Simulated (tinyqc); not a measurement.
How thick the regions must be: band offset from the macroscopic average of a supercell potential.

A model of the planar-averaged electrostatic energy of an electron in a periodic cell of N1 periods of A (L1 = N1 n1 h) and N2 periods of B (L2 = N2 n2 h), on z_j = j h: V(z) = f VA + (1 - f) VB + F t(z), VA = V1[0] + V1[1] cos(2 pi z/(n1 h)) + V1[2] cos(4 pi z/(n1 h)), VB the same with V2, n2 and z - L1. f = [tanh(z/w) - tanh((z - L1)/w) + tanh((z - L1 - L2)/w)]/2 + 1/2; t(z) = z - L1/2 in A and (L1/L2)(L1 + L2/2 - z) beyond, so that the cell is periodic.

Running mean over n points, periodic: for odd n the plain mean of the n points centred on j; for even n the n + 1 points with half weight at both ends. The macroscopic average applies the mean over n1 points and then over n2 points.

Values chosen for the exercise (gaps near those of Si and SiO2; shifted at random, so the results belong to these values and not to a real crystal):

| symbol | value | unit | meaning |
|---|---|---|---|
| h | 0.25 | angstrom | grid step |
| n1 | 6 |  | grid points per period of A |
| n2 | 5 |  | grid points per period of B |
| V1 | (-10.89, 2.76, 0.7) | eV | mean and two harmonics of the potential in A |
| V2 | (-11.84, 3.81, -0.34) | eV | the same in B |
| w | 0.32 | angstrom | width of the interfaces |

N1 = N2 = N, no slope (F = 0); dV is read at j = floor(N n1/2) and N n1 + floor(N n2/2). The exact value is V2[0] - V1[0].

Results:

| N | L1 (angstrom) | dV (eV) | error (meV) |
|---|---|---|---|
| 1 | 1.50 | -0.3744 | 575.63 |
| 2 | 3.00 | -0.9837 | -33.65 |
| 3 | 4.50 | -0.9467 | 3.33 |
| 4 | 6.00 | -0.9500 | -0.02 |
| 5 | 7.50 | -0.9500 | 0.00 |
| 6 | 9.00 | -0.9500 | 0.00 |

How do the results move, and what explains it?

The error is below 10 meV from N = 3 on. The two windows together span 2.75 angstrom and must fit between the interface tails, which fall as exp(-2 z/w); the errors at N = 2, 3 and 4 are -33.65, 3.33 and -0.02 meV.

tinyqc: `OMP_NUM_THREADS=1 python tinyqc.py 1880028 1880029 out.jsonl`; about 0.01 s, one thread, shared Intel(R) Xeon(R) Processor @ 2.30GHz.
